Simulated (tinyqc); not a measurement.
Coherent transport through a tight-binding region between two chains, step by step. One step of it, computed by the program tinyqc.

Problem. Transmission at E = 0.18 eV. Surface Green function g = (E - i sqrt(4 t^2 - E^2)) / (2 t^2); self-energy tc^2 g on each contact site; G = (E - H - Sigma)^(-1); Gamma = -2 Im Sigma; T = Gamma_L Gamma_R |G_LR|^2; local density of states -Im G_ii / pi.

H of the central region (eV):
```
           1          2          3
1   0.000000  -1.100000   0.000000
2  -1.100000   0.620000  -1.620000
3   0.000000  -1.620000   0.000000
```

Leads: semi-infinite chains with site energy 0:
```
parameter                           value
lead hopping t (eV)              1.040000
coupling to the left lead (eV)   1.170000
coupling to the right lead (eV)  1.350000
left contact site                       1
right contact site                      3
```

E = 0.180000 eV

Give: g; G; local density of states; transmission.

Solution.

g = 0.0832-0.9579i 1/eV

G (1/eV):
```
                1                2               3
1  0.0686-0.4789i   0.3341-0.0530i  0.0442+0.3108i
2  0.3341-0.0530i  -0.0833-0.3951i  0.3678-0.0713i
3  0.0442+0.3108i   0.3678-0.0713i  0.0699-0.2304i
```

local density of states (1/eV): 0.1524  0.1258  0.0733

transmission = 0.9021
